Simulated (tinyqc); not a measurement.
Trap density and cross-section from the conductance peak.

Problem. For a continuum of interface traps on an n-type substrate Gp/w peaks at 2 pi f tau = 1.9803 with the height 0.40237 q Dit, and tau = 1/(sn vth Nd exp(psi/Vt)) with psi = ps. Find Dit, tau and sn.

Inputs (values chosen for the exercise): temperature T = 300 K; donor density Nd = 2.4e16 cm^-3; band bending psi ps = -0.196 V; thermal velocity vth = 2.2e7 cm/s.

Constants: q = 1.602176634e-19 C, kB = 1.380649e-23 J/K, Vt = kB T/q. Results are converted to the units shown.

peak Gp/w = 32.878058 nF/cm^2
frequency of the peak = 30537.428 Hz

Answer. The height gives Dit, the position tau, and tau with the surface density gives sn.

Dit = 5.10e11 cm^-2 eV^-1
tau = 1.03e-5 s
sn = 3.60e-16 cm^2

Program tinyqc, `OMP_NUM_THREADS=1 python tinyqc.py 2030131 2030132 out.jsonl`; Intel Xeon 2.30GHz, shared host, one thread, about 0.02 s.
